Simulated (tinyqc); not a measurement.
What each parameter does: tunnelling through a thin dielectric with one trap, as a tight-binding chain.

Hopping -t everywhere, t = c/(m a^2), c = hbar^2/2m0; lead sites at 2t (band bottom 0), barrier sites 1 to N at 2t + phi, and site j has U besides. No voltage. Leads give S = -t exp(ika) on sites 1 and N, cos(ka) = 1 - E/(2t). T = (2 t sin(ka))^2 |G_1N|^2, G = (E - H - S)^-1. In the barrier cosh(q a) = 1 + (phi - E)/(2t).

Resonance: the lowest eigenvalue of H + S(E), iterated until its real part equals E (40 rounds from Eb = phi + 2t - sqrt(4t^2 + U^2), the level in an endless barrier). With v the normalised squared amplitudes of that state, Gamma_L = 2 t sin(ka) v_1, Gamma_R = 2 t sin(ka) v_N; Breit-Wigner T = Gamma_L Gamma_R/((E - Er)^2 + (Gamma_L + Gamma_R)^2/4).

Constants: hbar^2/2m0 = 3.80998211 eV angstrom^2.

Values chosen for the exercise (barrier and mass of the size used for SiO2 on silicon; shifted at random, so the results belong to these values and not to a real crystal):
- a = 2 angstrom (site spacing)
- m = 0.4 m0 (mass, the same in leads and barrier)
- phi = 3.17 eV (conduction edge of the barrier above that of the leads)
- N = 11 (barrier sites)
- j = 5 (site of the trap)
- U = -4.83 eV (extra energy on the trap site)
- E = 1.37 eV (electron energy)

Resonance and log10 T at E.

Results for these values:
```
case,Er (eV),Gamma_L (meV),Gamma_R (meV),log10 T
base,1.1493,2.239,0.06334,-5.151
```

What happens to each result for N = 12, all else kept?

Answer: Er does not change at the printed digits; Gamma_L does not change at the printed digits; Gamma_R falls from 0.06334 to 0.01065; log10 T falls from -5.151 to -5.884.

The same for each parameter in turn:
```
case,Er (eV),Gamma_L (meV),Gamma_R (meV),log10 T
base,1.1493,2.239,0.06334,-5.151
m = 0.368 m0,1.2665,3.643,0.1300,-4.180
phi = 3.27 eV,1.2493,2.250,0.06365,-4.800
N = 12,1.1493,2.239,0.01065,-5.884
j = 4,1.1485,13.30,0.01063,-5.151
U = -4.685 eV,1.2518,2.614,0.08057,-4.615
```

Computed by tinyqc, a small Python program: `OMP_NUM_THREADS=1 python tinyqc.py 1450794 1450795 out.jsonl` (the numbers bound the seed that draws the inputs); one thread of a shared host (Intel(R) Xeon(R) Processor @ 2.30GHz), about 0.1 s for the whole set of steps.
